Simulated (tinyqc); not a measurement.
Two-dimensional electron gas with Rashba and Dresselhaus coupling: one step. The two wave vectors at the energy E0 along this direction. Three cases, with inputs chosen for the exercise.

Question. Solve c k^2/m -/+ |B(k)| = E0. The spin turns by (k_outer - k_inner) per length, so a half turn takes pi/(difference).

H = c k^2/m + al (ky sx - kx sy) + b1 (kx sx - ky sy) + gam kx ky (kx sy - ky sx), s the Pauli matrices, x = [100], c = hbar^2/2m0, b1 = gam (pi/L)^2 (hard walls). H = c k^2/m + B.s, so E = c k^2/m -/+ |B| and the lower state has its spin along -B.

Constants: hbar^2/2m0 = 3.80998211 eV angstrom^2.

Give: k; difference; length of a half turn.

Case 1.

Values chosen (of the size met in InAs; shifted at random, so the results belong to these values and not to a real crystal): m = 0.0248 m0 (mass); al = 0.44 eV angstrom (Rashba constant); gam = 23.8 eV angstrom^3 (bulk Dresselhaus constant); L = 138 angstrom (width of the (001) well); phi = 45 degrees (angle of k from [100]).

E0 = 30.88880 meV

Answer.

k (1/angstrom): outer 0.015717, inner 0.012789

difference = 0.002928 1/angstrom
length of a half turn = 107.3 nm

For linear terms alone the difference is (m/c)|B|/k, whatever the energy: every electron along this direction turns alike, the basis of the spin transistor. The cubic term makes it depend on density.

Case 2.

Values chosen (of the size met in GaN; shifted at random, so the results belong to these values and not to a real crystal): m = 0.2076 m0 (mass); al = 0.0044 eV angstrom (Rashba constant); gam = 0 eV angstrom^3 (bulk Dresselhaus constant); L = 173 angstrom (width of the (001) well); phi = 160 degrees (angle of k from [100]).

E0 = 3.80530 meV

Answer.

k (1/angstrom): outer 0.014520, inner 0.014280

difference = 0.0002397 1/angstrom
length of a half turn = 1310 nm

For linear terms alone the difference is (m/c)|B|/k, whatever the energy: every electron along this direction turns alike, the basis of the spin transistor.

Case 3.

Values chosen (of the size met in InAs; shifted at random, so the results belong to these values and not to a real crystal): m = 0.0278 m0 (mass); al = 0.25 eV angstrom (Rashba constant); gam = 23 eV angstrom^3 (bulk Dresselhaus constant); L = 191 angstrom (width of the (001) well); phi = 160 degrees (angle of k from [100]).

E0 = 94.72196 meV

Answer.

k (1/angstrom): outer 0.027223, inner 0.025391

difference = 0.001833 1/angstrom
length of a half turn = 171.4 nm

For linear terms alone the difference is (m/c)|B|/k, whatever the energy: every electron along this direction turns alike, the basis of the spin transistor. The cubic term makes it depend on density.

Computed by tinyqc, one run a case: `OMP_NUM_THREADS=1 python tinyqc.py N N+1 out.jsonl` with N = 1481561, 1481717, 1481756; one thread of a shared Intel(R) Xeon(R) Processor @ 2.30GHz, about 0.01 s a run at most.
